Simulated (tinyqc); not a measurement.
Inside a calculation: buckled dimers of a reconstructed (001) surface, two dangling bonds a dimer. Values are carried at full precision from step to step, so a last printed digit may differ when a step is redone from the rounded ones.

In a dimer one atom moves up by z and the other down by z; the dangling bond of the up atom (more s-like) falls by gm z and that of the down atom rises by gm z. With all dimers tilted alike: H(k) = [[-gm z - 2 ta cos k, -tp - 2 tx cos k], [., gm z - 2 ta cos k]], k along the row in 1/a. Two electrons a dimer fill the lowest N of the 2N levels on the mesh k_j = (j + 1/2) pi/N. Total energy a dimer: W(z) = (2/N) sum of the filled levels + kf z^2. Repulsion between electrons is left out.

Constants: kB = 8.617333262e-05 eV/K.

Parameters, chosen for this exercise (of the size met on Si(001); shifted at random, so the results belong to these values and not to a real crystal): tp = 0.44 eV (pi coupling inside a dimer); ta = 0.12 eV (coupling between like atoms along the row); tx = 0.05 eV (diagonal coupling along the row); gm = 2.25 eV/angstrom (shift of a dangling bond with height); z = 0.22 angstrom (a trial buckling); k = 0.12 pi/a (wave vector along the row); kf = 7 eV/angstrom^2 (force constant of buckling); N = 12 (k points).

## One k point at the trial buckling

Form H, its levels and the weight of the lower one on the up atom, (1 + gm z/sqrt((gm z)^2 + h^2))/2 with h the off-diagonal element; k is given in pi/a.

H (eV):
```
           up     down
up    -0.7181  -0.5330
down  -0.5330   0.2719
```

levels (eV): -0.9505  0.5042

weight on the up atom = 0.8403

## The bands on the mesh

Both levels at each k_j for the trial z, and W(z).

Levels (eV):
```
j   k (pi/a)    lower   upper
0     0.0417  -0.9699  0.4940
1     0.1250  -0.9487  0.5052
2     0.2083  -0.9079  0.5270
3     0.2917  -0.8503  0.5581
4     0.3750  -0.7802  0.5965
5     0.4583  -0.7024  0.6397
6     0.5417  -0.6224  0.6850
7     0.6250  -0.5457  0.7293
8     0.7083  -0.4774  0.7696
9     0.7917  -0.4221  0.8029
10    0.8750  -0.3831  0.8266
11    0.9583  -0.3631  0.8390
```

band energy = -1.3288 eV
elastic energy = 0.3388 eV
W = -0.9900 eV

The lower band is full and the upper empty.

## An isolated dimer

For ta = tx = 0, W = -2 sqrt(tp^2 + (gm z)^2) + kf z^2. It buckles if gm^2/kf > tp; then sqrt(tp^2 + (gm z)^2) = gm^2/kf, the gap is twice that, and the gain is (gm^2/kf - tp)^2 kf/gm^2.

gm^2/kf = 0.7232 eV
buckling z = 0.2551 angstrom
gap = 1.4464 eV
gain = 0.1109 eV

The pi bond is too weak to resist: the dimer tilts and charge moves to the up atom.

## The row at its minimum

Minimise W over z from 0 to 1 angstrom. Gap: lowest upper level less highest lower level on 201 points from 0 to pi (negative: overlap). Charge moved to the up atom: the mean of gm z/sqrt((gm z)^2 + h^2) over the mesh, valid for a full lower band.

z = 0.2553 angstrom
gain over flat dimers = 0.1153 eV

gap (eV): flat 0.4000, at the minimum 0.9758

charge moved = 0.794 e

With these values the flat row already has a gap and buckling widens it; fuller one-electron models of Si(001) and Ge(001) find the flat dimers metallic. Per dimer, the gain is also the barrier for flipping the whole row together in this picture, 4.5 kT at 300 K.

## Checks

- Buckling of an isolated dimer from the formula against numerical minimisation: both 0.2551.

Run: tinyqc, `OMP_NUM_THREADS=1 python tinyqc.py 1480768 1480769 out.jsonl`; Intel(R) Xeon(R) Processor @ 2.30GHz, one thread, shared host; about 0.03 s of CPU time with all checks.
